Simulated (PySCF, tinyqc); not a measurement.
CID on RHF in the sto-3g basis, frozen core, for Be, spin multiplicity 1, step by step. The lowest restricted solution is unstable here: a spin-polarised one lies 0.0012 hartree lower (PySCF). One step of it, computed by the program tinyqc.

Task: Iteration 1: building the Fock matrix. J_ij = sum D_kl (ij|kl), K_ij = sum D_kl (ik|jl); F = H + J - 0.5 K; E = tr D H + tr D J / 2 - 0.25 tr D K + E_nn.

D at the start, lower triangle:
```
            1Be 1s    1Be 2s   1Be 2px   1Be 2py   1Be 2pz
1Be 1s    2.161369
1Be 2s   -0.546042  2.122046
1Be 2px   0.000000  0.000000  0.000000
1Be 2py   0.000000  0.000000  0.000000  0.000000
1Be 2pz   0.000000  0.000000  0.000000  0.000000  0.000000
```

core Hamiltonian H = T + V (hartree), lower triangle:
```
            1Be 1s     1Be 2s    1Be 2px    1Be 2py    1Be 2pz
1Be 1s   -7.867117
1Be 2s   -1.932258  -2.102157
1Be 2px   0.000000   0.000000  -1.634157
1Be 2py   0.000000   0.000000   0.000000  -1.634157
1Be 2pz   0.000000   0.000000   0.000000   0.000000  -1.634157
```

Two-electron integrals (ij|kl) in chemists' order, unique and non-zero (hartree):
```
(11|11) 2.298831   (21|11) 0.392036   (21|21) 0.079539   (22|11) 0.570988
(22|21) 0.143041   (22|22) 0.417683   (31|31) 0.014607   (32|31) 0.021888
(32|32) 0.092265   (33|11) 0.569578   (33|21) 0.143083   (33|22) 0.417589
(33|33) 0.449859   (41|41) 0.014607   (42|41) 0.021888   (42|42) 0.092265
(43|43) 0.024249   (44|11) 0.569578   (44|21) 0.143083   (44|22) 0.417589
(44|33) 0.401360   (44|44) 0.449859   (51|51) 0.014607   (52|51) 0.021888
(52|52) 0.092265   (53|53) 0.024249   (54|54) 0.024249   (55|11) 0.569578
(55|21) 0.143083   (55|22) 0.417589   (55|33) 0.401360   (55|44) 0.401360
(55|55) 0.449859
```

nuclear repulsion = 0 hartree

Give: Coulomb J; exchange K; Fock matrix F; total energy of this density.

Result:

Coulomb J (hartree), lower triangle:
```
         1Be 1s  1Be 2s  1Be 2px  1Be 2py  1Be 2pz
1Be 1s   5.7521
1Be 2s   1.0640  1.9642
1Be 2px  0.0000  0.0000   1.9610
1Be 2py  0.0000  0.0000   0.0000   1.9610
1Be 2pz  0.0000  0.0000   0.0000   0.0000   1.9610
```

exchange K (hartree), lower triangle:
```
         1Be 1s  1Be 2s  1Be 2px  1Be 2py  1Be 2pz
1Be 1s   4.7093
1Be 2s   0.7957  0.9020
1Be 2px  0.0000  0.0000   0.2035
1Be 2py  0.0000  0.0000   0.0000   0.2035
1Be 2pz  0.0000  0.0000   0.0000   0.0000   0.2035
```

Fock matrix F (hartree), lower triangle:
```
          1Be 1s   1Be 2s  1Be 2px  1Be 2py  1Be 2pz
1Be 1s   -4.4696
1Be 2s   -1.2661  -0.5889
1Be 2px   0.0000   0.0000   0.2251
1Be 2py   0.0000   0.0000   0.0000   0.2251
1Be 2pz   0.0000   0.0000   0.0000   0.0000   0.2251
```

total energy of this density = -14.440986 hartree

This density is the starting one; it is not idempotent, so its energy is not variational and may lie below the converged one.
